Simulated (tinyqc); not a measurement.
Ballistic Schottky-barrier transistor with a two-dimensional channel, WKB contacts: two steps of the calculation.

Source Fermi level 0, drain Fermi level -Vd. Far from the contacts Ec = pn - psi, and the gate moves psi one to one; the band edges relax as exp(-x/lam) from pn at the source and pn - Vd at the drain; Ev = Ec - Eg. A carrier of energy w inside the channel band meets at a contact a barrier of height D (the contact edge beyond the channel edge): T = 1 for w >= D, else exp(-S), S = 4 lam sqrt(m/C) [sqrt(D - w) - sqrt(w) arctan sqrt((D - w)/w)], C = hbar^2/(2 m0). The two contacts combine as Ts Td/(Ts + Td - Ts Td).

Values chosen for this exercise; channel values close to those of a black phosphorus layer:
```
symbol,value,unit,meaning
T,300,K,temperature
Eg,0.458,eV,band gap
pn,0.18,eV,barrier for electrons at both contacts
mp,0.15,m0,hole mass
g,1,,valleys or subbands
lam,3,nm,screening length at the contacts
Vd,0.7,V,drain bias
ps,0.15,V,band shift psi of the channel by the gate
w0,0.31,eV,energy of one carrier inside the channel band
wm,0.73,eV,upper end of the grid
nE,15,,points of the grid
```

Constants: q = 1.602176634e-19 C, kB = 1.380649e-23 J/K, hbar = 1.054571817e-34 J s, h = 6.62607015e-34 J s, m0 = 9.1093837015e-31 kg, Vt = kB T/q, hbar^2/(2 m0) = 0.0380998212 eV nm^2. Results are converted to the units shown.

Task 1. Transmission of one of the holes. S and T at both contacts for w = w0, and the tunnelling distance lam ln(D/w) at the higher barrier.

D for holes (eV): source -0.15000000, drain 0.55000000

Wanted: S at the source; S at the drain; combined T; tunnelling distance.

Result 1.

S at the source = 0
S at the drain = 2.0985
combined T = 0.12264
tunnelling distance = 1.7200 nm

Task 2. Current of the holes on a coarse grid. I/W = g (2 q^2/h) int T(w) [N(Es + w) - N(Ed + w)] dw with w the energy of motion along the channel, N(y) = (1/2 pi) sqrt(pi m kB T/C) Fm(-y/kB T), Fm(x) = (1/sqrt(pi)) int_0^infinity u^(-1/2)/(1 + exp(u - x)) du. Electrons: Ds = psi, Dd = psi - Vd, Es = Ec, Ed = Ec + Vd. Holes: Ds = -psi, Dd = Vd - psi, Es = -Ev, Ed = -Ev - Vd. The size of each current is taken; both flow from drain to source and add. Simpson's rule on nE equally spaced w from 0 to wm.

Find: w; Ts; Td; T; size of the supply difference; current.

Result 2.

```
point	w (eV)	Ts	Td	T	size of the supply difference (1/um)
0	0.0000	1.000	2.144e-8	2.144e-8	328.1
1	0.0521	1.000	4.718e-5	4.718e-5	294.3
2	0.1043	1.000	6.876e-4	6.876e-4	255.8
3	0.1564	1.000	0.004330	0.004330	209.3
4	0.2086	1.000	0.01749	0.01749	148.3
5	0.2607	1.000	0.05276	0.05276	70.27
6	0.3129	1.000	0.1281	0.1281	16.22
7	0.3650	1.000	0.2615	0.2615	2.419
8	0.4171	1.000	0.4596	0.4596	0.3272
9	0.4693	1.000	0.7032	0.7032	0.04363
10	0.5214	1.000	0.9313	0.9313	0.005808
11	0.5736	1.000	1.000	1.000	7.728e-4
12	0.6257	1.000	1.000	1.000	1.028e-4
13	0.6779	1.000	1.000	1.000	1.368e-5
14	0.7300	1.000	1.000	1.000	1.820e-6
```

current = 41.98 uA/um

Range of the model: No scattering, image-force lowering, channel charge or band-to-band tunnelling; parabolic kappa overstates S deep in the gap.

Numbers from tinyqc (`OMP_NUM_THREADS=1 python tinyqc.py 2390049 2390050 out.jsonl`; about 0.3 s on one thread of a shared Intel Xeon 2.30GHz).
